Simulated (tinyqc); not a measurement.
From results back to parameters: Koster-Slater impurity in an sp3s* host.

Problem. In the Koster-Slater model a defect shifts the s level of its site by Vs and the p levels by Vp; an A1 level solves 1/Vs = G_s(E) and a T2 level 1/Vp = G_p(E), E from the top of the valence band. A defect has an A1 level at E = 0.8465 eV, one of the energies of the table, and a T2 level at 0.2822 eV.

G(E) of the host (1/eV):

| E (eV) | G_s | G_p |
|---|---|---|
| 0.0000 | -0.0736487 | 0.1047467 |
| 0.1411 | -0.0862127 | 0.0659301 |
| 0.2822 | -0.1005681 | 0.0386168 |
| 0.4232 | -0.1173951 | 0.0143787 |
| 0.5643 | -0.1377340 | -0.0094513 |
| 0.7054 | -0.1633444 | -0.0349299 |
| 0.8465 | -0.1976400 | -0.0649374 |
| 0.9876 | -0.2491427 | -0.1060839 |
| 1.1286 | -0.3720395 | -0.2024488 |

Find: Vs, Vp.

Solution. Read G_s and G_p at the two energies and invert them. Vs is attractive and pulls its level down from the conduction bands. Vp is repulsive and pushes its level up from the valence bands.

Vs, Vp (eV): -5.1  25.9

Computed by tinyqc, a small Python program: `OMP_NUM_THREADS=1 python tinyqc.py 1481074 1481075 out.jsonl` (the numbers bound the seed that draws the inputs); one thread of a shared host (Intel(R) Xeon(R) Processor @ 2.30GHz), about 0.08 s for the whole set of steps.
